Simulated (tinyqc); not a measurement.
# Partial widths from the peak

Question. A Breit-Wigner resonance has total width G = GL + GR and peak transmission Tp = 4 GL GR/G^2. GR is known to be the larger. Find GL, GR and the lifetime hbar/G.

Constants: q = 1.602176634e-19 C, hbar = 1.054571817e-34 J s. Results are converted to the units shown.

G = 40.731975 meV
Tp = 0.95481648

Answer. GL and GR have the sum G and the product Tp G^2/4, so they are (G/2)(1 +/- sqrt(1 - Tp)).

GL = 16.04 meV
GR = 24.70 meV
lifetime = 16.16 fs

tinyqc, about 0.2 s, one thread, Intel Xeon 2.30GHz (shared host): `OMP_NUM_THREADS=1 python tinyqc.py 2600041 2600042 out.jsonl`
